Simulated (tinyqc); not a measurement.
Collinear exchange A + BC -> AB + C on a London-Eyring-Polanyi-Sato surface: saddle, string of images and rate: one step, computed by the program tinyqc.

x = r(AB), y = r(BC), r(AC) = x + y. V is counted from separated atoms, the barrier from A + BC, that is V + D(BC).

Question. One point of the surface. For each pair, with u = exp(-beta (r - r0)): Q = D [(3 + S) u^2 - (2 + 6 S) u]/(4 (1 + S)), J = D [(1 + 3 S) u^2 - (6 + 2 S) u]/(4 (1 + S)); V = Q1 + Q2 + Q3 - sqrt(((J1 - J2)^2 + (J2 - J3)^2 + (J3 - J1)^2)/2). Take x = r0(AB) + 0.3 and y = r0(BC) + 0.1 angstrom.

Inputs (values chosen for the exercise, bond data loosely for abstraction of hydrogen from a Si-H bond by a hydrogen atom; the barrier is not fitted):
```
quantity          value        unit
D(AB)              4.72          eV
r0(AB)            0.742    angstrom
beta(AB)           1.94  1/angstrom
D(BC)               4.1          eV
r0(BC)             1.48    angstrom
beta(BC)           1.52  1/angstrom
D(AC)               4.1          eV
r0(AC)             1.48    angstrom
beta(AC)           1.52  1/angstrom
Sato parameter S  0.046           -
```

Give: the table «Pair terms» with the columns u, Q (eV), J (eV), for pair = AB, BC, AC; V.

Answer.

Pair terms:
```
pair       u   Q (eV)  J (eV)
AB    0.5588  -0.3618  -3.439
BC    0.8590   0.2866  -4.305
AC    0.1763  -0.3004  -1.018
```

V = -3.327 eV
